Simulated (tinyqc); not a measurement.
Single-band model of a thermoelectric material: one step, computed by the program tinyqc.

One spherical band, one scattering law, no minority carriers and no phonon drag. In a real material minority carriers limit |S| to about E_g/(2 e T), so larger values are formal. eta = E_F/(k_B T) is counted from the band edge; f = 1/(1 + exp(x - eta)).

Task: Coefficients. sigma = e mu_0 N_0 <s> with mu_0 = e tau_0/m = mu_300 (T/300 K)^(-p); |S| = (k_B/e)(<x s>/<s> - eta); Lorenz number L = (k_B/e)^2 (<x^2 s>/<s> - (<x s>/<s>)^2); kappa_e = L sigma T; zT = S^2 sigma T/(kappa_L + kappa_e). Hall factor r_H = <G^(3/2)> <G^(3/2 + 2r)/D^4>/<s>^2; drift mobility sigma/(n e) with n = N_0 <G^(3/2)>; power factor S^2 sigma.

Inputs (values chosen for the exercise, modelled on n-type Mg3Sb2):
```
quantity,value,unit
mobility parameter mu_300,260,cm^2/(V s)
temperature exponent p,2.5,-
lattice thermal conductivity kappa_L,0.82,W/(m K)
temperature T,710,K
```

Band: parabolic. Scattering: acoustic phonons, r = -0.5.

N_0 = 6.872923e+19 1/cm^3

<s> = 0.08005291

<x s> = 0.1633386

reduced Fermi level eta = -2.484774

<x^2 s> = 0.4949809

<G^(3/2)> = 0.1076689

<G^(3/2 + 2r)/D^4> = 0.06978542

Constants: e = 1.602176634e-19 C; k_B = 8.617333262e-05 eV/K.

Give: conductivity sigma; Seebeck coefficient |S|; Lorenz number L; drift mobility; Hall factor r_H; power factor; kappa_e; zT.

Result:

conductivity sigma = 26.60 S/cm

Seebeck coefficient |S| = 389.9 microvolt/K

Lorenz number L = 1.500 1e-8 V^2/K^2

drift mobility = 22.43 cm^2/(V s)

Hall factor r_H = 1.172

power factor = 4.045 microwatt/(cm K^2)

kappa_e = 0.02833 W/(m K)

zT = 0.3385

L is 61 % of the degenerate value pi^2/3 (k_B/e)^2 = 2.443; the classical limit for this r is (r + 5/2)(k_B/e)^2 = 1.485. The charge carriers transport 3 % of the heat.
